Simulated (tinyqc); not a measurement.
Inversion-layer mobility, back-scattering and ballistic limit of a field-effect transistor: one step, computed by the program tinyqc.

The charge at the top of the source barrier is fixed by the gate; series resistance and short-channel effects are left out. F_j are Fermi integrals normalised to exp(eta) in the classical limit.

Question. Ballistic limit. Non-degenerate: every F_j(eta) is replaced by exp(eta). Ballistic channel: N_2D = g_v m k_B T/(pi hbar^2), U = e V_D/(k_B T); eta_F solves N_inv = (N_2D/2)[F_0(eta_F) + F_0(eta_F - U)]; v_T = sqrt(2 k_B T/(pi m)); I/W = e (N_2D/2) v_T [F_1/2(eta_F) - F_1/2(eta_F - U)]; injection velocity v_T F_1/2(eta_F)/F_0(eta_F).

Inputs (values chosen for the exercise, modelled on a strained silicon n-channel):

| quantity | value | unit |
|---|---|---|
| transport mass m | 0.19 | m_0 |
| valley degeneracy g_v | 2 | - |
| drain voltage V_D | 0.5 | V |
| temperature T | 400 | K |

Statistics at the top of the barrier: non-degenerate.

inversion density N_inv = 2.743079e+12 1/cm^2

Constants: m_0 = 9.1093837015e-31 kg; k_B = 1.380649e-23 J/K; hbar = 1.054571817e-34 J s; k_B = 8.617333262e-05 eV/K; e = 1.602176634e-19 C.

Give: N_2D; eta_F; thermal velocity v_T; injection velocity; ballistic current I/W.

Answer.

N_2D = 5.472e+12 1/cm^2

eta_F = 0.002658

thermal velocity v_T = 1.425 1e7 cm/s

injection velocity = 1.425 1e7 cm/s

ballistic current I/W = 626.4 microampere/micrometre

Caution: eta_F is above -1, so the non-degenerate formulas understate the injection velocity and the current.
